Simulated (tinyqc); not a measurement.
Thermal boundary conductance by the acoustic and diffuse mismatch models: one step, computed by the program tinyqc. Command: `OMP_NUM_THREADS=1 python tinyqc.py 3028185 3028186 out.jsonl kapitza walk`. One thread of a shared host (Intel(R) Xeon(R) Processor @ 2.30GHz), about 0.01 s of CPU time with the checks.

Each side has one longitudinal and two transverse Debye branches, omega = v q up to q_D = (6 pi^2 n)^(1/3), with n counting all atoms. Scattering at the interface is elastic. Electrons are left out of G, also for metals. Melting is ignored. G refers to the temperatures of the phonons sent towards the interface. Linear branches over all atoms overstate G at high T, most for crystals with several atoms a cell.

Problem. Cross-plane conductivity of the superlattice. kappa_eff = (d_1 + d_2)/(d_1/kappa_1 + d_2/kappa_2 + 2 R), two interfaces a period, with bulk conductivities in the layers; the gradient is J/kappa_eff.

Inputs (values chosen for the exercise, modelled on aluminium (side 1) and gallium nitride (side 2)):
```
quantity              value     unit
conductivity kappa_1    240  W/(m K)
conductivity kappa_2    198  W/(m K)
temperature T            50        K
thickness d_1          1100       nm
thickness d_2            23       nm
heat flux J              39  kW/cm^2
```

Structure: superlattice.

boundary resistance R = 10.24434 m^2 K/GW

Give: kappa_eff; kappa_eff without interfaces; interface share of the resistance; temperature gradient.

Solution.

kappa_eff = 44.58 W/(m K)

kappa_eff without interfaces = 239.0 W/(m K)

interface share of the resistance = 0.8134

temperature gradient = 8.747 K/micrometre

The interfaces carry most of the resistance: if both layers are scaled together, kappa_eff grows with the exponent 0.81, the interface share. Caution: kappa_2 is of room-temperature size, so the Kapitza length is only nominal at this T. Caution: the conductivities are of room-temperature size; at this T real values can differ much and free paths can be long. Caution: R from emitted-phonon temperatures is too large for use in series with Fourier layers, by up to a factor of about 2. Caution: layers this thin are often below the phonon free path, where bulk conductivities and independent interfaces no longer hold.
